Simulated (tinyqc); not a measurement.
Worked calculation: two-band tight binding of a puckered layer. Values are carried at full precision from step to step, so a last printed digit may differ when a step is redone from the rounded ones.

With X = kx ax/2 and Y = ky ay/2: h = t2 + 2 cos(Y) (t1 exp(iX) + t3 exp(-iX)) + t5 exp(2iX), d = 4 t4 cos(X) cos(Y), H = [[d, h], [h*, d]], E = d -/+ |h|.

Constants: hbar^2/2m0 = 3.80998211 eV angstrom^2.

Inputs chosen for the exercise (near a published set for monolayer black phosphorus; shifted at random, so the results belong to these values and not to a real crystal): ax = 4.38 angstrom (period along x (armchair)); ay = 3.35 angstrom (period along y (zigzag)); t1 = -1.217 eV (along the zigzag); t2 = 3.712 eV (across the pucker); t3 = -0.22 eV (second in the sheet); t4 = -0.102 eV (same sublattice); t5 = -0.052 eV (far across); k = (0.38, 0.37) 1/angstrom (wave vector).

## One k point

Form X, Y, h, d and the levels.

X, Y (rad): 0.83220  0.61975

h = 2.1418-1.2520i eV
d = -0.2236 eV

levels (eV): -2.7045  2.2573

## Expansion about Gamma

h = h0 + i chi kx + gx kx^2 + gy ky^2 and d = 4 t4 + ex kx^2 + ey ky^2, with h0 = t2 + 2 t1 + 2 t3 + t5, chi = ax (t1 - t3 + t5), gx = -ax^2 ((t1 + t3)/4 + t5/2), gy = -ay^2 (t1 + t3)/4, ex = -t4 ax^2/2, ey = -t4 ay^2/2. The gap is 2 h0.

h0 = 0.7860 eV
gap = 1.5720 eV
chi = -4.5946 eV angstrom

gx, gy, ex, ey (eV angstrom^2): 7.3908  4.0317  0.9784  0.5723

## Masses

Electrons: c/(ex + gx + chi^2/(2 h0)) along x, c/(ey + gy) along y; holes: the same with -ex and -ey; c = hbar^2/2m0. The coefficients stand in the order gx, gy, ex, ey.

masses (m0):
```
               x       y
electron  0.1748  0.8275
hole      0.1920  1.1014
```

density-of-states mass sqrt(mx my) (m0): electron 0.3803, hole 0.4599

my/mx: electron 4.73, hole 5.74

Along x the term chi^2/(2 h0) = 13.43 eV angstrom^2 couples the bands and makes both carriers light; along y it is absent.

## Checks

- Electron mass along x against a finite difference of the band: both 0.1748.

Run: tinyqc, `OMP_NUM_THREADS=1 python tinyqc.py 1452544 1452545 out.jsonl`; Intel(R) Xeon(R) Processor @ 2.30GHz, one thread, shared host; about 0.01 s of CPU time with all checks.
